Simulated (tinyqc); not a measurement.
What each parameter does: band gaps under pressure and temperature from deformation potentials.

Murnaghan: V/V0 = (1 + Bp P/B0)^(-1/Bp), B0 = (C11 + 2 C12)/3. Each gap moves by a ln(V/V0) with its volume potential a, and falls with temperature by aV T^2/(T + bV) (Varshni); the two effects are added. No change of phase is considered.

Parameters, chosen for this exercise (near those of GaP, the X and L potentials typical of such crystals; the results hold for these values, not for the real material): Eg = 2.875 eV (gap at Gamma to the s-like level at 0 K, 0 GPa); EgX = 2.348 eV (gap to X at 0 K, 0 GPa); EgL = 2.758 eV (gap to L at 0 K, 0 GPa); C11 = 139.8 GPa; C12 = 61.9 GPa; Bp = 4.98 (pressure derivative of the bulk modulus); aG = -10.04 eV (volume potential of the Gamma gap); aX = 1.09 eV (volume potential of the X gap); aL = -3.94 eV (volume potential of the L gap); aV = (0.6, 0.579, 0.558) meV/K (Varshni alpha of Gamma, X, L); bV = (382, 352, 373) K (Varshni beta of Gamma, X, L); P = 3.9 GPa (pressure); T = 400 K (temperature).

Gaps at P and T. Each row changes one parameter from the base and keeps the others.

Results:
```
case              Gamma (eV)  X (eV)  L (eV)
base                  3.1549  2.1811  2.8005
T = 450 K             3.1316  2.1581  2.7787
C11 = 153.78 GPa      3.1364  2.1831  2.7933
C12 = 55.71 GPa       3.1728  2.1792  2.8075
Bp = 4.482            3.1587  2.1807  2.8020
aG = -9.036 eV        3.1146  2.1811  2.8005
aX = 0.981 eV         3.1549  2.1855  2.8005
aL = -3.546 eV        3.1549  2.1811  2.7847
P = 3.51 GPa          3.1180  2.1851  2.7860
```

The largest shifts from the base row, up to three for each result and ties (the steps differ in size, so this ranks the rows, not the parameters). Gamma (eV): aG -0.0403, P -0.0368, T -0.0233; unchanged at the printed digits by aX and aL. X (eV): T -0.0230, aX +0.0044, P +0.0040; unchanged at the printed digits by aG and aL. L (eV): T -0.0218, aL -0.0158, P -0.0145; unchanged at the printed digits by aG and aX.

Run: tinyqc, `OMP_NUM_THREADS=1 python tinyqc.py 1080882 1080883 out.jsonl`; Intel(R) Xeon(R) Processor @ 2.30GHz, one thread, shared host; about 0.01 s of CPU time with all checks.
